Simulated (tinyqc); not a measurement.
Deep-level transient spectroscopy: amplitude against reverse bias.

Schottky contact on an n-type layer with shallow donors Nd (all ionised) and a donor-like deep trap, neutral when filled and positive when empty; depletion approximation. Traps within lam of the depletion edge stay filled. A long pulse to Vp fills the traps beyond x1 = Wp - lam; back at Vr those between x1 and x2 = Wr - lam emit. A rate window reads S = C(t2) - C(t1).

lam = sqrt(2 eps0 eps_r (EF - ET)/(q Nd)), EF - ET = Et - (kB T/q) ln(Nc(T)/Nd), Nc(T) = Nc (T/300 K)^1.5. In the steady state at the band bending V, 2 eps0 eps_r V/q = Nd W^2 + Nt (W - lam)^2 (the second term only if W > lam). W(t)^2 = Wr^2 + (Nt/Nd)(x2^2 - x1^2) exp(-en t), C = eps0 eps_r/W; for small Nt, dC/C = -(Nt/2 Nd) G exp(-en t) with G = (x2^2 - x1^2)/Wr^2. Listed at t = 0.

Inputs (values chosen for the exercise); material values close to those of indium phosphide:
```
symbol,value,unit,meaning
eps_r,12.6,,relative permittivity
Nc,5.61e17,cm^-3,conduction-band density of states at 300 K
Nd,2.4e16,cm^-3,shallow donor density
Vbi,0.74,V,built-in voltage
Et,0.2,eV,depth of the trap below the conduction edge
Nt,1.6e14,cm^-3,trap density
Vp,0,V,reverse bias during the filling pulse
T,141,K,temperature of the transient
```

Constants: q = 1.602176634e-19 C, kB = 1.380649e-23 J/K, eps0 = 8.8541878128e-14 F/cm where lengths are in cm. Results are converted to the units shown.

Amplitude against reverse bias:

| Vr (V) | Wr (nm) | G | dC(0)/C (%) | 2 Nd \|dC\|/C (cm^-3) |
|---|---|---|---|---|
| 0.5 | 267.89 | 0.23160 | -0.077110 | 3.7013e13 |
| 2.1 | 405.19 | 0.49535 | -0.16471 | 7.9059e13 |
| 3.8 | 512.17 | 0.60184 | -0.20001 | 9.6006e13 |
| 5.4 | 595.53 | 0.65807 | -0.21864 | 1.0495e14 |
| 7.1 | 672.87 | 0.69768 | -0.23175 | 1.1124e14 |
| 8.7 | 738.28 | 0.72466 | -0.24068 | 1.1553e14 |
| 10.4 | 801.96 | 0.74667 | -0.24797 | 1.1902e14 |
| 12 | 857.58 | 0.76320 | -0.25343 | 1.2165e14 |

G rises from 0.232 to 0.763, since lam = 101 nm and x1 weigh less in a wider layer. The simple estimate 2 Nd |dC|/C reaches 23.1 % of the true Nt in the first row and 76.0 % in the last.

Program tinyqc, `OMP_NUM_THREADS=1 python tinyqc.py 2050066 2050067 out.jsonl`; Intel Xeon 2.30GHz, shared host, one thread, about 0.01 s.
